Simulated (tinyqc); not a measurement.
## Schottky diode by thermionic emission with image-force lowering and series resistance: soft saturation in reverse bias

Metal on an n-type semiconductor with one parabolic valley; V > 0 is forward bias (metal positive). I = I0 [exp(Vj/(n Vt)) - 1] with Vj = V - I Rs; I0 = S A* T^2 exp(-(phi - dphi)/Vt), the lowering dphi taken at zero bias.

A* = 4 pi q me m0 kB^2/h^3 (times 1e-4 for A/(cm^2 K^2)); Nc = 2 (2 pi me m0 kB T/h^2)^1.5 (times 1e-6 for cm^-3); xi = Vt ln(Nc/Nd), Vbi = phi - xi; surface field Em = sqrt(2 q Nd (Vbi - V - Vt)/(eps0 eps_r)); dphi = sqrt(q Em/(4 pi eps0 eps_r)). Here dphi follows the bias, J = -A* T^2 exp(-(phi - dphi(V))/Vt) [1 - exp(V/Vt)], without Rs.

Parameters, values chosen for the exercise; band and dielectric values close to those of gallium arsenide:
- T = 300 K (temperature)
- me = 0.0665 m0 (electron mass)
- eps_r = 13 (relative permittivity)
- phi = 0.79 eV (barrier height seen from the metal)
- Nd = 5.2e16 cm^-3 (donor density)

Constants: q = 1.602176634e-19 C, kB = 1.380649e-23 J/K, h = 6.62607015e-34 J s, m0 = 9.1093837015e-31 kg, Vt = kB T/q, eps0 = 8.8541878128e-14 F/cm where lengths are in cm. Results are converted to the units shown.

Result of one run:
```
V (V),Em (kV/cm),dphi (meV),J (A/cm^2)
-15,476.9,72.68,-6.403e-7
```

What becomes of these results when the applied bias V is changed from -15 to -4 V, all else the same?

Result of the changed run:
```
V (V),Em (kV/cm),dphi (meV),J (A/cm^2)
-4,261.1,53.78,-3.082e-7
```

The whole series:
```
V (V),Em (kV/cm),dphi (meV),J (A/cm^2)
-0.2,114.7,35.65,-1.528e-7
-0.5,132.3,38.28,-1.693e-7
-1,157.3,41.74,-1.935e-7
-2,198.0,46.84,-2.357e-7
-4,261.1,53.78,-3.082e-7
-7,334.1,60.83,-4.049e-7
-10,393.7,66.04,-4.953e-7
-15,476.9,72.68,-6.403e-7
```

dphi rises from 35.7 to 72.7 meV, as the square root of the field, and |J| grows by a factor of 4.19: the reverse current does not saturate. Tunnelling and generation are left out.

Program tinyqc, `OMP_NUM_THREADS=1 python tinyqc.py 2640147 2640148 out.jsonl`; Intel Xeon 2.30GHz, shared host, one thread, about 0.01 s.
